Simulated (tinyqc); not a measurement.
# Fermi-level pinning at a metal contact (Cowley-Sze model): barrier against work function

Interface states of density Ds lie behind a thin layer of thickness dl. Neglecting the depletion charge, the barrier for electrons is phi = S (pM - chi) + (1 - S) E0 with S = 1/(1 + q Ds dl/(eps0 ei)); the barrier for holes is Eg - phi.

phi is listed beside the Schottky-Mott value pM - chi.

Values chosen for this exercise; material values those of a made-up semiconductor:
- Eg = 1.24 eV (band gap)
- chi = 4.34 eV (electron affinity)
- Ds = 9.7e12 cm^-2 eV^-1 (density of interface states)
- E0 = 1.05 eV (depth of their neutrality level below the conduction edge)
- dl = 0.44 nm (thickness of the interface layer)
- ei = 2.1 (its relative permittivity)

Constants: q = 1.602176634e-19 C, eps0 = 8.8541878128e-14 F/cm where lengths are in cm. Results are converted to the units shown.

Result of one run:
```
pM (eV)  pM - chi (eV)  phi (eV)
4              -0.3400   0.03374
```

What becomes of these results when the metal work function pM is changed from 4 to 4.3 eV, all else the same?

Result of the changed run:
```
pM (eV)  pM - chi (eV)  phi (eV)
4.3           -0.04000    0.2531
```

The whole series:
```
pM (eV)  pM - chi (eV)  phi (eV)
3.4            -0.9400   -0.4049
3.7            -0.6400   -0.1856
4              -0.3400   0.03374
4.3           -0.04000    0.2531
4.6             0.2600    0.4724
4.9             0.5600    0.6918
5.2             0.8600    0.9111
5.5              1.160     1.130
5.8              1.460     1.350
```

phi rises with slope S = 0.731, by 1.75 eV over 2.40 eV of work function, and equals the Schottky-Mott value at pM = chi + E0 = 5.39 eV. For pM = 3.4, 3.7, 5.8 phi lies outside the gap, where band states take over and the formula no longer holds.

Computed by the program tinyqc: `OMP_NUM_THREADS=1 python tinyqc.py 2430125 2430126 out.jsonl`, one thread of a shared Intel Xeon 2.30GHz, about 0.01 s for the whole run.
